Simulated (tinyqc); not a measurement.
# Worked calculation: free and trapped electrons in a MOS channel with a dense trap tail

Computed by the program tinyqc: `OMP_NUM_THREADS=1 python tinyqc.py 2222041 2222042 out.jsonl`, one thread of a shared Intel Xeon 2.30GHz, about 0.02 s for the whole run. Printed values are rounded.

p-type body, charge-sheet picture, full ionisation (an idealisation for deep acceptors), Boltzmann statistics for free electrons. e = Ec - EF at the surface. Acceptor-like traps of density D(E) = D0 + De exp(-E/Ew) at depth E below Ec, from 0 to Eu, hold n_t = integral of D(E)/(1 + exp((e - E)/Vt)). psi = Eg - Vt ln(Nv/Na) - e; N_dep = sqrt(2 eps0 eps_r Na (psi - Vt)/q); n_f = sqrt(N_dep^2 + 2 eps0 eps_r Vt Nc exp(-e/Vt)/q) - N_dep; Vg = Vfb + psi + q (N_dep + n_t + n_f)/Cox, Cox = eps0 eox/tox.

Parameters, values chosen for the exercise; band and dielectric values close to those of silicon:
- T = 300 K (temperature)
- Eg = 1.13 eV (band gap)
- eps_r = 11.6 (relative permittivity)
- Nc = 2.79e19 cm^-3 (conduction-band density of states at T)
- Nv = 2.7e19 cm^-3 (valence-band density of states at T)
- eox = 3.9 (relative permittivity of the insulator)
- tox = 56 nm (insulator thickness)
- Na = 6.3e16 cm^-3 (acceptor density)
- Vfb = -0.98 V (flat-band voltage without trapped charge)
- D0 = 1.1e11 cm^-2 eV^-1 (constant background density of acceptor-like traps)
- De = 4.6e12 cm^-2 eV^-1 (density of the tail at the conduction edge)
- Ew = 0.12 eV (decay energy of the tail)
- Eu = 0.65 eV (depth below Ec down to which the traps reach)
- mf = 240 cm^2/(V s) (mobility of free electrons)
- e = 0.149 eV (Ec - EF at the surface)

Constants: q = 1.602176634e-19 C, kB = 1.380649e-23 J/K, Vt = kB T/q, eps0 = 8.8541878128e-14 F/cm where lengths are in cm. Results are converted to the units shown.

## Trapped charge

Trapezoid rule on 14 equal steps from 0 to Eu, f = 1/(1 + exp((e - E)/Vt)).

```
point     E (eV)  D(E) f (cm^-2 eV^-1)
0              0            1.47424e10
1      0.0464286            6.00471e10
2      0.0928571            2.28355e11
3       0.139286            6.31490e11
4       0.185714            8.76776e11
5       0.232143            7.44794e11
6       0.278571            5.57700e11
7          0.325            4.16120e11
8       0.371429            3.18157e11
9       0.417857            2.51403e11
10      0.464286            2.06039e11
11      0.510714            1.75226e11
12      0.557143            1.54299e11
13      0.603571            1.40086e11
14          0.65            1.30433e11
```

n_t = 2.24393e11 cm^-2

With 1600 steps n_t = 2.245e11 cm^-2; the coarse value is 0.051 % below it.

## Charges and gate voltage

psi, N_dep, n_f and Vg as defined, with the n_t given; free share n_f/(n_f + n_t); apparent mobility mf n_f/(n_f + n_t); gate voltage spent on traps q n_t/Cox.

psi = 0.824325 V
N_dep = 8.03089e11 cm^-2
n_f = 1.78786e10 cm^-2
Vg = 2.56046 V
free share = 7.37957 %
apparent mobility = 17.7110 cm^2/(V s)
gate voltage spent on traps = 0.583035 V
